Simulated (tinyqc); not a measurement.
## Both saturation currents from two open-circuit voltages

Inverse problem. Without shunt, at open circuit JL = J01 (exp(Voc/Vt) - 1) + J02 (exp(Voc/(2 Vt)) - 1). Find J01, J02 and the mean ideality (Voc2 - Voc1)/(Vt ln(JL2/JL1)).

Inputs (values chosen for the exercise):
```
symbol,value,unit,meaning
T,323,K,temperature
```

Constants: q = 1.602176634e-19 C, kB = 1.380649e-23 J/K, Vt = kB T/q. Results are converted to the units shown.

photocurrents (mA/cm^2): [26, 260]
Voc (V): [0.75780491, 0.85904474]

Answer. The relation is linear in J01 and J02, so two light levels give two equations; series resistance plays no part at open circuit.

J01 = 4.700e-15 A/cm^2
J02 = 2.800e-8 A/cm^2
mean ideality = 1.580

Computed by the program tinyqc: `OMP_NUM_THREADS=1 python tinyqc.py 2280043 2280044 out.jsonl`, one thread of a shared Intel Xeon 2.30GHz, about 0.01 s for the whole run.
